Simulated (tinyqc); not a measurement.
Comparisons within one model: shallow donor in an anisotropic valley (effective-mass theory). A value that a table varies takes the place of the one given here.

One valley: H = -c [(d2/dx2 + d2/dy2)/mt + (d2/dz2)/ml] - q/(eps r), c = hbar^2/2m0, q = e^2/(4 pi eps0). Trial function exp(-sqrt((x^2 + y^2)/a^2 + z^2/b^2)) with a > b: T = (c/3)(2/(mt a^2) + 1/(ml b^2)), V = -(q/eps) atan(u/b)/u, u = sqrt(a^2 - b^2). The central cell of the impurity is left out.

Constants: hbar^2/2m0 = 3.80998211 eV angstrom^2; e^2/(4 pi eps0) = 14.39964547 eV angstrom; Ry = 13.60569312 eV; a0 (Bohr radius) = 0.5291772105 angstrom.

Inputs chosen for the exercise (near those of Ge; shifted at random, so the results belong to these values and not to a real crystal): mt = 0.081 m0 (transverse mass); eps = 15 (dielectric constant); xs = (1.4, 2.5, 2.8, 4.8, 11, 27, 52, 96) (ratios ml/mt); ml = 1.559 m0 (longitudinal mass).

## Mass anisotropy

mt and eps fixed, ml varied. Energies in units of Ry*(mt) = Ry mt/eps^2 and lengths in a*(mt) = a0 eps/mt; the last two columns use one mass, 3/(1/ml + 2/mt) or (ml mt^2)^(1/3).

Results:
```
ml/mt   a/a*    b/a  binding  conductivity mass  density-of-states mass
1.40   0.932  0.887    1.115              1.105                   1.119
2.50   0.835  0.723    1.322              1.250                   1.357
2.80   0.818  0.694    1.364              1.273                   1.409
4.80   0.749  0.575    1.565              1.358                   1.687
11.0   0.665  0.431    1.874              1.435                   2.224
27.0   0.600  0.317    2.194              1.473                   3.000
52.0   0.564  0.253    2.409              1.486                   3.733
96.0   0.537  0.205    2.593              1.492                   4.579
```

The binding grows from 1.11 to 2.59 Ry*(mt); for ml going to infinity the exact problem becomes two-dimensional, with 4 Ry*. The conductivity mass saturates at 1.5 and underbinds, by 13 % at ml/mt = 4.8; the density-of-states mass errs by +8 % there and by +77 % in the last row. With these mt and eps one unit is 4.90 meV.

## What each parameter does

The minimum of the trial energy. Each row changes one parameter from the base and keeps the others.

Results:
```
case           E (meV)  a (angstrom)  b (angstrom)    b/a
base            -10.17         60.97         21.68  0.356
ml = 1.949 m0   -10.55         59.51         19.60  0.329
mt = 0.089 m0   -10.99         56.08         20.60  0.367
eps = 13.5      -12.55         54.87         19.51  0.356
```

The largest shifts from the base row, up to three for each result and ties (the steps differ in size, so this ranks the rows, not the parameters). E (meV): eps -2.39, mt -0.82, ml -0.38. a (angstrom): eps -6.10, mt -4.89, ml -1.46. b (angstrom): eps -2.17, ml -2.08, mt -1.08. b/a: ml -0.026, mt +0.012; unchanged at the printed digits by eps. eps only rescales the solution (E as 1/eps^2, lengths as eps), so b/a depends on ml/mt alone.

tinyqc: `OMP_NUM_THREADS=1 python tinyqc.py 1280586 1280587 out.jsonl`; about 0.01 s, one thread, shared Intel(R) Xeon(R) Processor @ 2.30GHz.
